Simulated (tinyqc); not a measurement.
## Pinning of the barrier by interface states

Cowley-Sze model with the space charge neglected: phiB = S (phiM - chi) + (1 - S)(Eg - phi0), S = 1/(1 + q Dit dl/(eps0 ei)), dl in cm.

Inputs (values chosen for the exercise); band and dielectric values close to those of In0.53Ga0.47As:
- Eg = 0.742 eV (band gap)
- chi = 4.57 eV (electron affinity)
- dl = 0.4 nm (thickness of the interfacial layer)
- ei = 2 (relative permittivity of the interfacial layer)
- phi0 = 0.39 eV (neutral level above the valence band)
- phiM = 5.26 eV (metal work function)

Constants: q = 1.602176634e-19 C, eps0 = 8.8541878128e-14 F/cm where lengths are in cm. Results are converted to the units shown.

Result of one run:

| Dit (cm^-2 eV^-1) | S | phiB (eV) | change of phiB for 0.5 eV more work function (eV) |
|---|---|---|---|
| 3e12 | 0.9021 | 0.6569 | 0.4510 |

What becomes of these results when the density of interface states Dit is changed from 3e12 to 1e13 cm^-2 eV^-1, all else the same?

Result of the changed run:

| Dit (cm^-2 eV^-1) | S | phiB (eV) | change of phiB for 0.5 eV more work function (eV) |
|---|---|---|---|
| 1e13 | 0.7343 | 0.6002 | 0.3671 |

The whole series:

| Dit (cm^-2 eV^-1) | S | phiB (eV) | change of phiB for 0.5 eV more work function (eV) |
|---|---|---|---|
| 1e11 | 0.9964 | 0.6888 | 0.4982 |
| 3e11 | 0.9893 | 0.6864 | 0.4946 |
| 1e12 | 0.9651 | 0.6782 | 0.4825 |
| 3e12 | 0.9021 | 0.6569 | 0.4510 |
| 1e13 | 0.7343 | 0.6002 | 0.3671 |
| 3e13 | 0.4795 | 0.5141 | 0.2397 |
| 1e14 | 0.2165 | 0.4252 | 0.1082 |
| 3e14 | 0.08434 | 0.3805 | 0.04217 |
| 1e15 | 0.02689 | 0.3611 | 0.01344 |

S falls from 0.996 to 0.0269, passing 1/2 at Dit = eps0 ei/(q dl) = 2.76e13 cm^-2 eV^-1. The barrier falls from 0.689 to 0.361 eV, from near the Schottky-Mott value phiM - chi = 0.690 eV towards the pinned value Eg - phi0 = 0.352 eV.

Numbers from tinyqc (`OMP_NUM_THREADS=1 python tinyqc.py 2020070 2020071 out.jsonl`; about 0.08 s on one thread of a shared Intel Xeon 2.30GHz).
